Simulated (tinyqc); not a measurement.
# Gated two-dimensional channel with two bands, quantum capacitance: two studies

phi is the Fermi level above the lowest band edge, in volts; Vg is counted from the gate voltage at which an empty channel would have phi = 0. The channel has no thickness; trap charge is -q Dit phi.

Parameters, values chosen for the exercise; lowest band close to that of monolayer WS2:

| symbol | value | unit | meaning |
|---|---|---|---|
| T | 77 | K | temperature |
| eox | 3.9 |  | relative permittivity of the gate insulator (close to silicon dioxide) |
| tox | 5.1 | nm | insulator thickness |
| md | 0.336 | m0 | in-plane mass |
| gv | 2 |  | valley degeneracy |
| m2 | 0.53 | m0 | in-plane mass of a second band, chosen freely |
| g2 | 6 |  | valley degeneracy of that band, chosen freely |
| E2 | 0.24 | eV | second band edge above the first |
| Dit | 1.2e11 | cm^-2 eV^-1 | density of traps |
| Vg | 0.94 | V | gate voltage |

Constants: q = 1.602176634e-19 C, kB = 1.380649e-23 J/K, hbar = 1.054571817e-34 J s, m0 = 9.1093837015e-31 kg, Vt = kB T/q, eps0 = 8.8541878128e-14 F/cm where lengths are in cm. Results are converted to the units shown.

Each table varies one quantity; the others keep the values above.

## Effect of the gate voltage

D1 = gv md m0 q/(pi hbar^2), D2 = g2 m2 m0 q/(pi hbar^2) per eV; n1 = D1 Vt ln(1 + exp(phi/Vt)), n2 = D2 Vt ln(1 + exp((phi - E2)/Vt)), n = n1 + n2; Cq = q dn/dphi = q [D1/(1 + exp(-phi/Vt)) + D2/(1 + exp((E2 - phi)/Vt))]. Cox = eps0 eox/tox; Vg = phi + q (n + Dit phi)/Cox. 1/C_G = 1/Cox + 1/(Cq + q Dit); dphi/dVg = Cox/(Cox + Cq + q Dit).

The same in every row: Cox (uF/cm^2) = 0.6771.

Results:
```
Vg (V)    phi (V)  n (cm^-2)  Cq (uF/cm^2)  C_G (uF/cm^2)  dphi/dVg  share of the second band (%)
-0.2      -0.1945     0.3477     8.396e-12        0.01870    0.9724                     9.261e-14
-0.09    -0.08752    3.484e6      8.412e-5        0.01877    0.9723                     9.261e-14
0.02     -0.01622   1.550e11         3.591         0.5702    0.1579                     9.657e-14
0.13    -0.006702   5.785e11         12.01         0.6410   0.05330                     1.086e-13
0.24    -0.002069   1.023e12         19.01         0.6538   0.03436                     1.234e-13
0.36     0.001508   1.515e12         25.03         0.6593   0.02632                     1.429e-13
0.58     0.006521   2.423e12         32.73         0.6634   0.02026                     1.902e-13
0.69     0.008662   2.878e12         35.38         0.6644   0.01877                     2.211e-13
0.8       0.01067   3.334e12         37.47         0.6651   0.01774                     2.582e-13
```

Estimate the missing row, Vg = 0.47 V.

Computed row:
```
Vg (V)   phi (V)  n (cm^-2)  Cq (uF/cm^2)  C_G (uF/cm^2)  dphi/dVg  share of the second band (%)
0.47    0.004177   1.968e12         29.34         0.6618   0.02254                     1.645e-13
```

With this row back in the table: As Vg goes from -0.2 to 0.8, Cq rises from 8.40e-12 to 37.5 uF/cm^2, C_G/Cox rises from 0.0276 to 0.982 and n rises from 0.348 to 3.33e12 cm^-2. Cq is below Cox for Vg = -0.2, -0.09; there the density of states limits the response dn/dVg more than the insulator does.

## Effect of the insulator thickness

Same model as above.

Effect of the insulator thickness:
```
tox (nm)    phi (V)  n (cm^-2)  Cq (uF/cm^2)  Cox (uF/cm^2)  C_G (uF/cm^2)  dphi/dVg  share of the second band (%)
0.5          0.1251   3.511e13         44.98          6.906          5.987    0.1331                      7.554e-7
0.9         0.07386   2.073e13         44.97          3.837          3.535   0.07857                     5.679e-10
1.6         0.04301   1.208e13         44.91          2.158          2.059   0.04584                     9.336e-12
2.9         0.02407   6.804e12         43.81          1.191          1.159   0.02645                     9.530e-13
5.2         0.01278   3.842e12         39.26         0.6641         0.6530   0.01663                     3.083e-13
9.3        0.005227   2.166e12         30.91         0.3713         0.3669   0.01186                     1.751e-13
17        -7.202e-4   1.193e12         21.27         0.2031         0.2012  0.009452                     1.297e-13
30        -0.005440   6.799e11         13.75         0.1151         0.1142  0.008288                     1.118e-13
```

As tox goes from 0.5 to 30, Cq falls from 45.0 to 13.8 uF/cm^2, C_G/Cox rises from 0.867 to 0.992 and n falls from 3.51e13 to 6.80e11 cm^-2. Cq exceeds Cox in every row, so the insulator is the tighter limit, though Cq still cuts C_G by up to 13 %. With the insulator thinned by a factor of 60.0, the charge grows only by 51.6 while Cox grows by 60.0. For tox = 0.5 the field in the insulator exceeds 10 MV/cm, beyond what real films hold.

tinyqc, about 0.01 s, one thread, Intel Xeon 2.30GHz (shared host): `OMP_NUM_THREADS=1 python tinyqc.py 2200056 2200057 out.jsonl`
